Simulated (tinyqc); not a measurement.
Inside a calculation. Method: sp3 tight binding, zinc-blende lattice. One step of it, computed by the program tinyqc.

Question. Levels at G. Diagonalise the Hermitian matrix.

H(k) at G (eV):
```
,a s,a px,a py,a pz,c s,c px,c py,c pz
a s,-16.050000,0.000000,0.000000,0.000000,-9.556526,0.000000,0.000000,0.000000
a px,0.000000,-7.210000,0.000000,0.000000,0.000000,3.686088,0.000000,0.000000
a py,0.000000,0.000000,-7.210000,0.000000,0.000000,0.000000,3.686088,0.000000
a pz,0.000000,0.000000,0.000000,-7.210000,0.000000,0.000000,0.000000,3.686088
c s,-9.556526,0.000000,0.000000,0.000000,-13.150000,0.000000,0.000000,0.000000
c px,0.000000,3.686088,0.000000,0.000000,0.000000,-5.690000,0.000000,0.000000
c py,0.000000,0.000000,3.686088,0.000000,0.000000,0.000000,-5.690000,0.000000
c pz,0.000000,0.000000,0.000000,3.686088,0.000000,0.000000,0.000000,-5.690000
```

Give: eigenvalues.

Answer.

eigenvalues (eV): -24.2659  -10.2136  -10.2136  -10.2136  -4.9341  -2.6864  -2.6864  -2.6864
